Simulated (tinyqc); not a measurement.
Composition of the buffer: band edges of strained Si(1-x)Ge(x) on relaxed Si(1-y)Ge(y).

Values are linear in the Ge fraction but for ED(x) = linear - CD x (1 - x) and a(x) = linear - Ca x (1 - x). Energies are on the common scale of Ev.

Coherent growth on a (110) face: e_par = (a(y) - a(x))/a(x), e_perp = -(C11 + 3 C12 - 2 C44)/(C11 + C12 + 2 C44) e_par; exx = eyy = (e_par + e_perp)/2, ezz = e_par, exy = (e_perp - e_par)/2, eyz = ezx = 0.

A valley with unit axis u lies at Ev + gap + (av + a_valley) tr(e) + Xu (u.e.u - tr(e)/3); the Delta axes are x, y, z and the L axes [111], [1-1-1], [-11-1], [-1-11]. The second-order shift of the Delta valleys under shear is left out; it lowers the pair normal to the sheared plane by tens of meV at a shear of 1 %.

Valence edges: Ev plus the levels of the 6 x 6 matrix of X, Y, Z times spin with -Dso/3 + l exx + m (eyy + ezz) on the diagonal (cyclic), n exy off it, l = av + 2 b, m = av - b, n = sqrt(3) d. Spin-orbit term (Dso/3) L.sigma on X, Y, Z with (L_k)_ij = -i epsilon_kij: <X+|H|Y+> = -i Dso/3, <X+|H|Z-> = Dso/3, <Y+|H|Z-> = -i Dso/3, <Z+|H|X-> = -Dso/3, <Z+|H|Y-> = i Dso/3, <X-|H|Y-> = i Dso/3, and their conjugates; + and - are the spin along z.

Parameters, chosen for this exercise (end members near Si and Ge, in this order; the results hold for these values, not for the real material):
- a = (5.436, 5.652) angstrom (lattice constant)
- Dso = (0.044, 0.29) eV (spin-orbit splitting)
- av = (2.47, 1.23) eV (valence hydrostatic potential)
- b = (-2.11, -2.58) eV (tetragonal shear potential)
- d = (-4.77, -5.29) eV (trigonal shear potential)
- C11 = (166.1, 130.1) GPa
- C12 = (63.4, 47.8) GPa
- C44 = (79.9, 66.1) GPa
- Ev = (0, 0.7) eV (top of the unstrained valence band)
- ED = (1.174, 0.94) eV (gap to the Delta valleys)
- EL = (2.04, 0.747) eV (gap to the L valleys)
- aD = (1.84, 1.2) eV (hydrostatic potential of the Delta gap)
- aL = (-3.19, -2.84) eV (hydrostatic potential of the L gap)
- XuD = (9.12, 9.26) eV (uniaxial potential, Delta)
- XuL = (15.8, 14.92) eV (uniaxial potential, L)
- CD = 0.227 eV (bowing of the Delta gap)
- Ca = 0.028 angstrom (bowing of the lattice constant)
- face = 110 (growth face)
- x = 1 (Ge fraction of the layer)

The layer is kept. dEc = Ec(buffer) - Ec(layer), dEv = Ev(layer) - Ev(buffer); buffer edges Ev(y) and Ev(y) + min(ED, EL). The digit behind Delta or L counts whole valleys.

Results:
```
y     e_par (%)  lowest valleys  gap (eV)  next valleys above (meV)  valence splitting (meV)  dEc (eV)  dEv (eV)
0.45      -2.22              L2     0.588                       115                      123    -0.014     0.439
0.53      -1.92              L2     0.609                       126                      114     0.009     0.375
0.61      -1.61              L2     0.632                       137                      102     0.034     0.312
0.69      -1.29              L2     0.655                       148                       87     0.061     0.248
0.76      -1.01              L2     0.675                       146                       72     0.088     0.192
0.84      -0.68              L2     0.699                        98                       52     0.120     0.128
0.92      -0.34              L2     0.723                        50                       28     0.064     0.064
```

The gap is 0.588 eV in the first row and 0.723 eV in the last. The lowest valleys are L2 throughout. Per 0.1 of y the valence offset moves by -80 meV on average; the conduction offset lies between -14 and +120 meV, not monotonically. Both carriers sit on one side for y = 0.53, 0.61, 0.69, 0.76, 0.84 and 0.92, and on opposite sides elsewhere. Offsets below about 30 meV are within the spread of parameter sets, so those rows do not settle the type. Strains above 2 % can be kept only in layers of a few nanometres.

Computed by tinyqc, a small Python program: `OMP_NUM_THREADS=1 python tinyqc.py 1080855 1080856 out.jsonl` (the numbers bound the seed that draws the inputs); one thread of a shared host (Intel(R) Xeon(R) Processor @ 2.30GHz), about 0.01 s for the whole set of steps.
